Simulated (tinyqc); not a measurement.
Pair lines: donor-acceptor pair recombination.

h nu = Eg - ED - EA + q/(eps R), q = e^2/(4 pi eps0); shell j lies at R = a_lat sqrt(j/2) for the same sublattice and a_lat sqrt(j/2 - 5/16) for opposite ones (on the same sublattice shells 14, 30, 46, 56, 62, ... are empty, where 2j has the form 4^a (8b + 7)); rate W = W0 exp(-2R/aD) with the donor radius aD = q/(2 eps ED). Polarisation and overlap terms, which matter for close pairs, are left out.

Constants: e^2/(4 pi eps0) = 14.39964547 eV angstrom.

Inputs chosen for the exercise (near those of impurities in cubic GaN; shifted at random, so the results belong to these values and not to a real crystal):
- a_lat = 4.5 angstrom (lattice constant)
- Eg = 3.282 eV (gap)
- ED = 25.8 meV (donor binding)
- EA = 142.1 meV (acceptor binding)
- eps = 9.5 (dielectric constant)
- W0 = 0.29 x 1e7/s (rate at zero distance)
- kind = opposite (sublattices of donor and acceptor)
- shells = (277, 299, 665, 1499, 1804, 1862, 3845) (shell numbers)

Energy, rate and lifetime for each shell.

Lines:
```
shell  R (angstrom)  Coulomb (meV)  h nu (eV)  step to the next shell (meV)  1/W (microsecond)
277           52.90           28.7     3.1428                         0.052               12.6
299           54.96           27.6     3.1417                         0.046               14.5
665           82.02           18.5     3.1326                         0.014               91.8
1804         135.13           11.2     3.1253                        0.0031           3.41e+03
1862         137.28           11.0     3.1251                        0.0030           3.95e+03
3845         197.29            7.7     3.1218                        0.0010           2.35e+05
```

Give the missing row, shell = 1499.

Computed row:
```
shell  R (angstrom)  Coulomb (meV)  h nu (eV)  step to the next shell (meV)  1/W (microsecond)
1499         123.17           12.3     3.1264                        0.0041           1.51e+03
```

limit for distant pairs = 3.1141 eV
aD = 29.4 angstrom

The lines crowd together, on average as R^-3: the step falls from 0.052 to 0.001 meV, so distant pairs merge into a band. Close pairs emit higher and 1.86e+04 times faster over this table, so the band shifts to lower energy with delay and to higher energy with stronger pumping. All these lines lie below Eg, and R/aD runs from 1.8 up.

tinyqc: `OMP_NUM_THREADS=1 python tinyqc.py 1281140 1281141 out.jsonl`; about 0.04 s, one thread, shared Intel(R) Xeon(R) Processor @ 2.30GHz.
